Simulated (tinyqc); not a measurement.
Changing the log10 of the dissolved activity a: potential-pH (Pourbaix) lines of a metal, its cation, its oxide and an oxyanion, with a complexing ligand. Computed by tinyqc, a small Python program. Command: `OMP_NUM_THREADS=1 python tinyqc.py 3027817 3027818 out.jsonl pourb sweep`. One thread of a shared host (Intel(R) Xeon(R) Processor @ 2.30GHz), about 0.01 s of CPU time with the checks.

Potentials are against the standard hydrogen electrode; solids and water have unit activity; dG_f of M, H+ and the electron is zero; F = e N_A and s = R T ln(10)/F. The cation carries z = 2.

Inputs (values chosen for the exercise, for a model metal):

| quantity | value | unit |
|---|---|---|
| dG_f of the cation | 58.83 | kJ/mol |
| dG_f of the oxide | -122.6 | kJ/mol |
| dG_f of the oxyanion | -175.16 | kJ/mol |
| dG_f of water | -237.14 | kJ/mol |
| temperature T | 298.15 | K |
| pH | 7.8 | - |
| potential E | -0.81 | V |

Species: M, M2+, MO, MO2(2-).

Constants: R = 8.314462618 J/(mol K); e = 1.602176634e-19 C; N_A = 6.02214076e+23 1/mol.

Method:
- M2+ + 2e = M; MO + 2H+ + 2e = M + H2O; MO2(2-) + 4H+ + 2e = M + 2H2O. For each, E0 = -dG/(z F), and E = E0 + (s/z) log10 a - (s n_H/z) pH, with no activity term for the oxide.
- Two oxidised species coexist where their lines against the metal cross: pH1 (cation/oxide) = [E0(oxide) - E0(cation)]/s - (log10 a)/z; pH2 (oxide/oxyanion) = {[E0(oxyanion) - E0(oxide)]/s + (log10 a)/z}/(4/z - 1).
- The metal is stable below the lowest of the three lines; above it, the species of the lowest line is stable. Water lines at 1 bar: hydrogen E = -s pH, oxygen E = -dG_f(water)/(2F) - s pH.

One run for each value:

| log10 of the dissolved activity a | pH1 | pH2 | width of the oxide field, pH2 - pH1 | upper limit of immunity (V) |
|---|---|---|---|---|
| -8 | 8.880 | 12.17 | 3.29 | 0.0682 |
| -7 | 8.380 | 12.67 | 4.29 | 0.0978 |
| -6 | 7.880 | 13.17 | 5.29 | 0.1274 |
| -5 | 7.380 | 13.67 | 6.29 | 0.1321 |
| -4 | 6.880 | 14.17 | 7.29 | 0.1321 |
| -3 | 6.380 | 14.67 | 8.29 | 0.1321 |
| -2 | 5.880 | 15.17 | 9.29 | 0.1321 |
| -1 | 5.380 | 15.67 | 10.29 | 0.1321 |

Over the rows, pH1 falls from 8.88 to 5.38; pH2 rises from 12.2 to 15.7; width of the oxide field, pH2 - pH1 rises from 3.29 to 10.3.

Caution (all rows): other oxidation states, hydroxides and hydrides are left out, and the lines say nothing of rates.

Extremes, crossings and ranges named in words are read from the listed rows.
